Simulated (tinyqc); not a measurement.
Interface traps by the conductance method, a continuum of levels: two steps of the calculation.

MOS capacitor on an n-type substrate; psi is the band bending, negative in depletion; only majority carriers are counted. The traps exchange electrons with the conduction band; their admittance lies in parallel with Cd, and that pair in series with Cox and Rs. w = 2 pi f.

Values chosen for this exercise; band and dielectric values close to those of silicon:
- T = 300 K (temperature)
- eps_r = 11.5 (relative permittivity)
- Nd = 1.2e16 cm^-3 (donor density)
- EOT = 3.7 nm (equivalent oxide thickness)
- ps = -0.249 V (band bending psi)
- sn = 4.6e-17 cm^2 (capture cross-section for electrons)
- vth = 2.3e7 cm/s (thermal velocity)
- Dit = 7.5e10 cm^-2 eV^-1 (interface trap density)

Constants: q = 1.602176634e-19 C, kB = 1.380649e-23 J/K, Vt = kB T/q, eps0 = 8.8541878128e-14 F/cm where lengths are in cm. Results are converted to the units shown.

Task 1. Capacitances and time constant. Cox = 3.9 eps0/EOT, LD = sqrt(eps0 eps_r Vt/(q Nd)), u = psi/Vt, Cd = (eps0 eps_r/(sqrt(2) LD)) |exp(u) - 1|/sqrt(exp(u) - u - 1); ns = Nd exp(u); tau = 1/(sn vth ns), Cit = q Dit (Dit per eV).

Wanted: Cox; Cd; ns; tau; Cit.

Result 1.

Cox = 933.3 nF/cm^2
Cd = 66.23 nF/cm^2
ns = 7.873e11 cm^-3
tau = 0.001200 s
Cit = 12.02 nF/cm^2

Task 2. Extraction from the readings. Ignoring Rs: Gp/w = w Cox^2 Gm/[Gm^2 + w^2 (Cox - Cm)^2].

Cox = 933.27926 nF/cm^2
Cm = 71.213722 nF/cm^2
Gm/w = 2.5899078 nF/cm^2

Give: extracted Gp/w.

Result 2.

extracted Gp/w = 3.0354 nF/cm^2

Program tinyqc, `OMP_NUM_THREADS=1 python tinyqc.py 2030010 2030011 out.jsonl`; Intel Xeon 2.30GHz, shared host, one thread, about 0.01 s.
